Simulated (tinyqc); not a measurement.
# One rectangular barrier with mass mismatch, transfer matrices: effect of the barrier mass and of the matching rule

One electron of energy E comes from the left lead (band edge 0); no transverse momentum. Parabolic bands, masses in units of m0, C = hbar^2/(2 m0); psi and psi'/m are continuous at every interface. The right lead equals the left one.

For the pair (psi, psi'/m) a flat layer has M = [[cos kd, (m/k) sin kd], [-(k/m) sin kd, cos kd]] with k = sqrt(m (E - U)/C) above its edge U, and M = [[cosh Kd, (m/K) sinh Kd], [(K/m) sinh Kd, cosh Kd]] with K = sqrt(m (U - E)/C) below it. The matrices are multiplied with later layers to the left. With M acting on (psi, psi'/m) and v = k/m in each lead, T(E) = 4 vL vR/[(vL vR M12 - M21)^2 + (vR M11 + vL M22)^2]. The second column matches psi and psi' without the mass (every m outside k and K set to 1), which is not the envelope-function rule when the masses differ.

Values chosen for this exercise; masses and offsets close to those of InGaAs wells and InP barriers:
```
symbol  value  unit                meaning
mL      0.041    m0  mass in the left lead
U1       0.25    eV         barrier height
d1        1.6    nm          barrier width
E       0.089    eV        electron energy
```

Constants: q = 1.602176634e-19 C, hbar = 1.054571817e-34 J s, m0 = 9.1093837015e-31 kg, hbar^2/(2 m0) = 0.0380998212 eV nm^2. Results are converted to the units shown.

Result of one run:
```
m1 (m0),"T(E), psi'/m matched","T(E), psi' matched",ratio
0.13,0.2958,0.1867,0.6312
```

What becomes of these results when the barrier mass m1 is changed from 0.13 to 0.064 m0, all else the same?

Result of the changed run:
```
m1 (m0),"T(E), psi'/m matched","T(E), psi' matched",ratio
0.064,0.5341,0.4710,0.8819
```

The whole series:
```
m1 (m0),"T(E), psi'/m matched","T(E), psi' matched",ratio
0.025,0.7183,0.7713,1.074
0.032,0.6846,0.7145,1.044
0.04,0.6460,0.6493,1.005
0.051,0.5937,0.5632,0.9486
0.064,0.5341,0.4710,0.8819
0.081,0.4616,0.3699,0.8013
0.1,0.3895,0.2822,0.7244
0.13,0.2958,0.1867,0.6312
0.16,0.2245,0.1269,0.5654
```

With psi'/m matched, T(E) falls from 0.718 to 0.224. The other rule gives 1.07 times that in the first row and 0.565 times in the last; the two rules coincide at m1 = mL = 0.041.

Computed by the program tinyqc: `OMP_NUM_THREADS=1 python tinyqc.py 2560107 2560108 out.jsonl`, one thread of a shared Intel Xeon 2.30GHz, about 0.01 s for the whole run.
